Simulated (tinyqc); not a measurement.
Inside a calculation. Model: ion-assisted plasma etching: sheath, surface coverage, synergy and aspect-ratio dependence. Computed by tinyqc, a small Python program that keeps every step. Command: `OMP_NUM_THREADS=1 python tinyqc.py 3008314 3008315 out.jsonl etch walk`. One thread of a shared host (Intel(R) Xeon(R) Processor @ 2.30GHz), about 0.04 s of CPU time with the checks. Intermediate numbers are printed to about 6 digits and carried at full precision; extremes and crossings named in words are read from the listed rows.

Radicals adsorb on bare sites; ions remove covered sites with a high yield and bare sites by sputtering; a slow spontaneous reaction acts everywhere, walls included.

Inputs (values chosen for the exercise, close to those used for silicon in a halogen plasma):

| quantity | value | unit |
|---|---|---|
| plasma density n_e | 3.6e+10 | 1/cm^3 |
| electron temperature T_e | 3.8 | eV |
| ion mass M_i | 35.5 | u |
| sheath voltage V | 96 | V |
| radical density n | 1e+13 | 1/cm^3 |
| radical mass M_n | 35.5 | u |
| gas temperature T_g | 500 | K |
| sticking coefficient s | 0.36 | - |
| radicals per removed unit x | 2 | - |
| yield slope b | 0.34 | eV^(-1/2) |
| threshold E_th | 5.5 | eV |
| sputter slope b_p | 0.026 | eV^(-1/2) |
| sputter threshold E_p | 29 | eV |
| spontaneous reaction probability k_c | 0.0001 | - |
| solid density N | 5e+22 | 1/cm^3 |
| ion temperature T_i | 0.65 | eV |
| aspect ratio A | 34 | - |

Feature: round hole.

Constants: e = 1.602176634e-19 C; u = 1.6605390666e-27 kg; k_B = 1.380649e-23 J/K; eps_0 = 8.8541878128e-12 F/m.

## Fluxes

Bohm speed u_B = sqrt(e T_e/M_i); ion flux G_i = 0.61 n_e u_B; radical flux G_n = n c/4 with c = sqrt(8 k_B T_g/(pi M_n)).

Bohm speed = 321372 cm/s

ion flux G_i = 7.05733e+15 1/(cm^2 s)

radical speed c = 54608.2 cm/s

radical flux G_n = 1.36521e+17 1/(cm^2 s)

flux ratio G_n/G_i = 19.3445

## Sheath and ion angles

Debye length lambda_D = sqrt(eps_0 T_e/(e n_s)) with n_s = 0.61 n_e, T_e in volts; Child-law sheath d = (sqrt2/3) lambda_D (2 V/T_e)^(3/4); ion energy E = V + T_e/2; angular spread = arctan(sqrt(T_i/E)).

Debye length = 97.7901 um

sheath thickness = 873.628 um

ion energy E = 97.9 eV

angular spread = 4.65832 degrees

## Yields

Yields: Y = b (sqrt(E) - sqrt(E_th)) on covered sites, Y_p = b_p (sqrt(E) - sqrt(E_p)) on bare ones (zero below threshold).

yield Y = 2.56674

sputter yield Y_p = 0.117241

## Open-field etch rate

Steady coverage: s G_n (1 - theta) = x Y G_i theta; removal flux = Y G_i theta + Y_p G_i (1 - theta) + k_c G_n; rate = flux/N, 1 cm/s = 6e8 nm/min. Lateral rate = k_c G_n/N; anisotropy = 1 - lateral/vertical; synergy = vertical/(ions alone + radicals alone), with ions alone Y_p G_i/N and radicals alone the lateral rate.

coverage theta = 0.575658

vertical rate = 129.509 nm/min

lateral rate = 0.163825 nm/min

anisotropy = 0.998735

synergy = 12.8319

Ions and radicals both limit the rate.

## Rate at the floor of the feature

Transmission of a round hole: K = 1/(1 + 3A/4), walls that scatter diffusely without loss. With a loss probability S = s (1 - theta) at the floor, G_b/G_n = K/(K + S - K S); theta follows G_b, and the two are solved together. Ions are taken to reach the floor unshadowed; G_b replaces G_n in every term of the rate; A is depth over diameter.

transmission K = 0.0377358

G_b/G_n = 0.111426

coverage at the floor = 0.131310

rate at the floor = 37.1866 nm/min

floor rate over open-field rate = 0.287135

The lag is 71 %. Caution: at this aspect ratio many ions strike the walls, so ion shadowing, left out here, adds to the lag.

## Etch lag against aspect ratio

The formulas are those given above.

Floor of the feature:

| A | K | G_b/G_n | theta | rate (nm/min) | relative rate |
|---|---|---|---|---|---|
| 0.5 | 0.727273 | 0.944117 | 0.561553 | 126.574 | 0.977337 |
| 1.0 | 0.571429 | 0.891077 | 0.547271 | 123.602 | 0.954393 |
| 2.0 | 0.400000 | 0.793627 | 0.518450 | 117.608 | 0.908105 |
| 5.0 | 0.210526 | 0.567240 | 0.434872 | 100.233 | 0.773947 |
| 10.0 | 0.117647 | 0.354130 | 0.324511 | 77.304 | 0.596904 |
| 20.0 | 0.062500 | 0.188701 | 0.203815 | 52.240 | 0.403368 |
| 50.0 | 0.025974 | 0.075495 | 0.092902 | 29.213 | 0.225568 |
| 100.0 | 0.013158 | 0.037461 | 0.048362 | 19.967 | 0.154178 |

K falls by a factor 55.3 over the rows and the rate by 6.34. Among these rows the rate stays within 10 % of the open-field value up to A = 2, with an open-field coverage of 0.58. Caution: rows with A above about 1/(2 tan(ion spread)) or 1/sqrt(k_c), often 10 to 30, are formal: ion shadowing, radical loss on the walls, redeposition of sputtered material and, in fluorocarbon plasmas, polymer growth are left out and add to the lag.

## Yield per ion against the flux ratio

The ion flux is fixed and the radical flux set by the ratio; the removal per ion is the removal flux over G_i.

Open field:

| G_n/G_i | theta | rate (nm/min) | removal per ion |
|---|---|---|---|
| 0.3 | 0.020605 | 14.206 | 0.16774 |
| 1 | 0.065532 | 23.532 | 0.27786 |
| 3 | 0.173816 | 46.011 | 0.54330 |
| 10 | 0.412207 | 95.523 | 1.12794 |
| 30 | 0.677818 | 150.792 | 1.78056 |
| 100 | 0.875199 | 192.330 | 2.27104 |
| 300 | 0.954625 | 210.500 | 2.48559 |
| 1000 | 0.985941 | 222.924 | 2.63230 |
| 3000 | 0.995269 | 241.797 | 2.85515 |

Coverage reaches one half at G_n/G_i = x Y/s = 14.3. Below that the ion-assisted part follows the radical flux, on top of the sputter floor Y_p = 0.117; above it the ion-assisted part saturates at Y = 2.57 per ion, and the further rise to 2.86 comes from the spontaneous reaction, which costs anisotropy.

Checks made by the program: series form 1/R = 1/(Y G_i) + x/(s G_n) of the ion-assisted part (relative difference below 1e-10).
